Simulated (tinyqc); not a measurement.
Pump-down curve: gas flow in a process chamber: flow regimes, conductance, effective pumping speed, pump-down, outgassing and purge. Computed by tinyqc, a small Python program. Command: `OMP_NUM_THREADS=1 python tinyqc.py 3121262 3121263 out.jsonl pump walk`. One thread of a shared host (Intel(R) Xeon(R) Processor @ 2.30GHz), about 0.07 s of CPU time with the checks.

Ideal gas, isothermal flow, a pump of constant speed at the end of a round pipe; process gas, volume gas and outgassing are given the same properties. 1 sccm = 101325 Pa x 1e-6 m^3/60 s x T/273.15 K.

Inputs (values chosen for the exercise, modelled on water vapour near room temperature):
```
quantity                     value            unit
molar mass M                 18.02           g/mol
molecular diameter            0.46              nm
viscosity eta                  9.9   micropascal s
temperature T                  300               K
chamber volume V                20               L
wall area                     0.82             m^2
pipe diameter d                 10              cm
pipe length l                   13              cm
pump speed S                   160             L/s
outgassing rate after 1 h  7.6e-06  Pa m^3/(s m^2)
outgassing exponent n         0.78               -
starting pressure p0           250              Pa
```

Constants: k_B = 1.380649e-23 J/K; u = 1.6605390666e-27 kg.

Method:
- Mean speed c = sqrt(8 k_B T/(pi m)); aperture conductance C_a = c pi d^2/16; molecular pipe C_m = C_a/(1 + 3 l/(4 d)) (Dushman form); viscous pipe C_v = pi d^4 p_mean/(128 eta l); Knudsen interpolation C = C_v + C_m (1 + x)/(1 + 1.24 x), x = d p_mean sqrt(m/(k_B T))/eta.
- Effective speed 1/S_eff = 1/S + 1/C_m; time constant V/S_eff; pressure at which the free path k_B T/(sqrt2 pi d_m^2 p) equals d.
- Pump-down: V dp/dt = -S_eff(p) p + q(t) A, with S_eff = S p_2/p, where p_2 solves C((p + p_2)/2) (p - p_2) = S p_2 at each moment, and q(t) = q_1 (1 h/(t + 10 s))^n; integrated adaptively. At long times p = q(t) A/S_eff.
- S_eff(p) is tabulated at 260 pressures and interpolated in ln p. Comparison columns: p0 exp(-t/time constant) with the molecular S_eff (0 below 1e-26 p0), and the outgassing limit.

time constant = 0.158884 s

S_eff in molecular flow = 125.878 L/s

Pressure against time:
```
t (s)       p (Pa)  S_eff (L/s)  volume gas only (Pa)  outgassing limit (Pa)
0.3     2.2759e+01       159.42            3.7837e+01             4.7707e-03
1       1.2657e-01       130.88            4.6189e-01             4.5322e-03
3       4.0259e-03       125.63            1.5766e-06             3.9785e-03
10      2.8654e-03       125.69                     0             2.8431e-03
30      1.6625e-03       125.76                     0             1.6557e-03
100     7.5335e-04       125.82                     0             7.5216e-04
300     3.3542e-04       125.85                     0             3.3522e-04
1000    1.3345e-04       125.87                     0             1.3342e-04
3600    4.9405e-05       125.87                     0             4.9401e-05
20000   1.2991e-05       125.88                     0             1.2990e-05
100000  3.7031e-06       125.88                     0             3.7031e-06
```

From t = 3 s on the pressure is within 20 % of the outgassing limit, which falls only as (t + 10 s)^-0.78: walls, not volume, set the time to base pressure.
